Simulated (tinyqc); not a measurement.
Threshold-voltage variability of a planar MOSFET, analytic estimates: one step of the calculation.

Three independent sources add in quadrature: random dopants in the depleted layer, metal-gate grains of two orientations, and roughness of the two gate edges acting through the roll-off VT = VT(long) - Vr exp(-L/l). These are first-order estimates: no three-dimensional electrostatics, no percolation.

Task. Margin in standard deviations for the wanted yield. Cells fail independently with probability Q(k) = erfc(k/sqrt(2))/2 when the margin is k standard deviations, and Y = exp(-Nb Q(k)). phi = exp(-k^2/2)/sqrt(2 pi). Newton steps on Q(k) + ln(Y)/Nb = 0: k(new) = k + (Q + ln(Y)/Nb)/phi.

Parameters, values chosen for the exercise: number of cells Nb = 33554432; wanted yield Y = 0.45.

k after iteration 1 = 2.4213688

Wanted: Q(k); phi; k after iteration 2.

Result.

Q(k) = 0.007731
phi = 0.02127
k after iteration 2 = 2.785

Numbers from tinyqc (`OMP_NUM_THREADS=1 python tinyqc.py 2090036 2090037 out.jsonl`; about 0.01 s on one thread of a shared Intel Xeon 2.30GHz).
